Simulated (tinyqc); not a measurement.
Elastic trap-assisted tunnelling through a dielectric: effect of the trap depth.

Emitter at x = 0 (Fermi level 0), collector at x = t (Fermi level -V), band edge U(x) = phi - F x, F = V/t. A trap at x has the energy E = U(x) - Et. With G(u) = (4/(3 F)) sqrt(mo/C) max(u, 0)^1.5, C = hbar^2/(2 m0): S1 = G(phi - E) - G(Et), S2 = G(Et) - G(phi - V - E), T1,2 = exp(-S1,2). The steady rate through one trap is nu T1 T2 (f1 - f2)/(T1 + T2), f1 = f(E), f2 = f(E + V), f(y) = 1/(1 + exp(y/Vt)); both contacts offer states at E.

J = q Nt times the integral of the rate over x. Direct S = (4/(3 F)) sqrt(mo/C) [phi^1.5 - max(phi - V, 0)^1.5].

Parameters, values chosen for the exercise; dielectric values close to those of silicon dioxide:
- T = 350 K (temperature)
- phi = 3.01 eV (barrier above the emitter Fermi level)
- mo = 0.49 m0 (tunnelling mass)
- t = 7 nm (thickness)
- Nt = 2e18 cm^-3 (trap density)
- nu = 1e13 1/s (attempt frequency)
- V = 0.79 V (voltage)

Constants: q = 1.602176634e-19 C, kB = 1.380649e-23 J/K, hbar = 1.054571817e-34 J s, m0 = 9.1093837015e-31 kg, Vt = kB T/q, hbar^2/(2 m0) = 0.0380998212 eV nm^2. Results are converted to the units shown.

The same in every row: direct S = 81.1.

Result of one run:
```
Et (eV)	J (A/cm^2)	x of the peak over t	larger S there
2.33	6.22e-17	0.482	38.4
```

What becomes of these results when the trap depth below the band edge of the dielectric Et is changed from 2.33 to 3.31 eV, all else the same?

Result of the changed run:
```
Et (eV)	J (A/cm^2)	x of the peak over t	larger S there
3.31	6.15e-16	0.484	45.6
```

The whole series:
```
Et (eV)	J (A/cm^2)	x of the peak over t	larger S there
1.35	5.24e-27	0.468	29.1
1.6	1.50e-24	0.473	31.8
1.84	4.16e-22	0.477	34.1
2.09	1.70e-19	0.480	36.4
2.33	6.22e-17	0.482	38.4
2.58	2.59e-14	0.483	40.4
2.82	2.38e-14	0.482	42.1
3.07	3.61e-15	0.483	43.9
3.31	6.15e-16	0.484	45.6
```

J goes from 5.24e-27 through a maximum of 2.59e-14 (at Et = 2.58 eV among the rows listed) to 6.15e-16 A/cm^2. Shallow traps near the emitter lie above its Fermi level and stay empty, while deep traps face higher barriers, so a middle depth conducts best.

Range of the model: Phonon-assisted (inelastic) capture, chains of traps and a spread of trap depths are left out.

Computed by the program tinyqc: `OMP_NUM_THREADS=1 python tinyqc.py 2370103 2370104 out.jsonl`, one thread of a shared Intel Xeon 2.30GHz, about 0.04 s for the whole run.
